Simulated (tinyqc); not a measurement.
A chain with a side-coupled site and dephasing by Buettiker voltage probes: one step of the calculation.

Sites 1 to 2 form a chain with hopping -t, and site 3 hangs on site 2 by -ts. Lead L joins site 1 and lead R site 2, both semi-infinite chains with hopping -t and site energy 0. Every site carries a probe with self-energy -i Gamma_p/2 that draws no net current. Linear response at zero temperature: mu_L = 1, mu_R = 0 in units of the bias.

Task. Current at both leads. In units of (2 q^2/h) times the bias, T_RL + sum_p T_pL (1 - mu_p) leaves L and T_RL + sum_p T_pR mu_p enters R.

T_RL = 0.090075753

| probe | T_pL | T_pR | mu_p |
|---|---|---|---|
| 1 | 0.53655897 | 0.04055762 | 0.83784375 |
| 2 | 0.04055762 | 0.07499376 | 0.41743301 |
| 3 | 0.23956355 | 0.44296908 | 0.41743301 |

Give: current leaving L; current entering R.

Result.

current leaving L = 0.34027
current entering R = 0.34027

The two are equal: the probes conserve the current.

Program tinyqc, `OMP_NUM_THREADS=1 python tinyqc.py 2700121 2700122 out.jsonl`; Intel Xeon 2.30GHz, shared host, one thread, about 0.01 s.
